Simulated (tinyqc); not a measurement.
Vibrations of a mass or spring defect in a linear chain: one step, computed by the program tinyqc. Command: `OMP_NUM_THREADS=1 python tinyqc.py 3031025 3031026 out.jsonl localmode walk`. One thread of a shared host (Intel(R) Xeon(R) Processor @ 2.30GHz), about 0.01 s of CPU time with the checks.

A ring of N atoms with nearest-neighbour springs k and motion along the chain. Atom 1 is the defect, of mass M', and its two springs are k'. All other atoms have the mass M.

Task: Frequencies of the ring. Diagonalise D and leave out the zero eigenvalue of the uniform shift. nu = 15.6333042 THz x sqrt(lambda), lambda in eV/(angstrom^2 u).

Host: monatomic.

D (eV/(angstrom^2 u)):
```
             1           2           3           4           5           6           7           8
1    0.4311667  -0.1210589   0.0000000   0.0000000   0.0000000   0.0000000   0.0000000   0.0000000
2   -0.1210589   0.1551328  -0.0871533   0.0000000   0.0000000   0.0000000   0.0000000   0.0000000
3    0.0000000  -0.0871533   0.1743066  -0.0871533   0.0000000   0.0000000   0.0000000   0.0000000
4    0.0000000   0.0000000  -0.0871533   0.1743066  -0.0871533   0.0000000   0.0000000   0.0000000
5    0.0000000   0.0000000   0.0000000  -0.0871533   0.1743066  -0.0871533   0.0000000   0.0000000
6    0.0000000   0.0000000   0.0000000   0.0000000  -0.0871533   0.1743066  -0.0871533   0.0000000
7    0.0000000   0.0000000   0.0000000   0.0000000   0.0000000  -0.0871533   0.1743066  -0.0871533
8    0.0000000   0.0000000   0.0000000   0.0000000   0.0000000   0.0000000  -0.0871533   0.1743066
9    0.0000000   0.0000000   0.0000000   0.0000000   0.0000000   0.0000000   0.0000000  -0.0871533
10  -0.1210589   0.0000000   0.0000000   0.0000000   0.0000000   0.0000000   0.0000000   0.0000000

             9          10
1    0.0000000  -0.1210589
2    0.0000000   0.0000000
3    0.0000000   0.0000000
4    0.0000000   0.0000000
5    0.0000000   0.0000000
6    0.0000000   0.0000000
7    0.0000000   0.0000000
8   -0.0871533   0.0000000
9    0.1743066  -0.0871533
10  -0.0871533   0.1551328
```

Constants: nu for 1 eV/(angstrom^2 u) = 15.6333042 THz.

Give: nonzero frequencies.

Result:

nonzero frequencies (THz): 2.72  3.06  5.26  5.78  7.36  7.88  8.75  9.07  11.25
